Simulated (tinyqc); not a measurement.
Quantum point contact as a saddle point with Zeeman splitting: one step of the calculation.

Potential V0 - m wx^2 x^2/2 + m wy^2 y^2/2; energies are counted from V0. Mode n = 0, 1, ... transmits T_n(E) = 1/(1 + exp(-2 pi (E - E_n)/wx)), E_n = wy (n + 1/2) +/- Ez/2 for the two spins, Ez = gs muB B, muB = q hbar/(2 m0); each spin carries q^2/h.

Problem. Transmissions at the Fermi level. At zero temperature g = G/(2 q^2/h) = (1/2) sum T_n(mu); Fano factor sum T_n (1 - T_n)/sum T_n. Modes beyond those listed are in the sums but add less than 1e-4 to g.

Parameters, values chosen for the exercise:
- wy = 1.7 meV (transverse quantum hbar wy)
- wx = 0.87 meV (curvature of the barrier hbar wx)
- mu = 4.11 meV (Fermi level above the saddle point)
- gs = 5.1 (size of the g factor)
- B = 2 T (in-plane magnetic field)

Constants: q = 1.602176634e-19 C, hbar = 1.054571817e-34 J s, h = 6.62607015e-34 J s, m0 = 9.1093837015e-31 kg. Results are converted to the units shown.

Find: E_n; T_n; g; G; Fano factor.

Solution.

```
mode  E_n (meV)    T_n
0-        0.555  1.000
1-        2.255  1.000
2-        3.955  0.754
3-        5.655  0.000
0+        1.145  1.000
1+        2.845  1.000
2+        4.545  0.041
3+        6.245  0.000
```

g = 2.398
G = 185.8 uS
Fano factor = 0.04696

Range of the model: Orbital effects of the in-plane field and interactions (such as the 0.7 feature) are left out.

Numbers from tinyqc (`OMP_NUM_THREADS=1 python tinyqc.py 2740123 2740124 out.jsonl`; about 0.05 s on one thread of a shared Intel Xeon 2.30GHz).
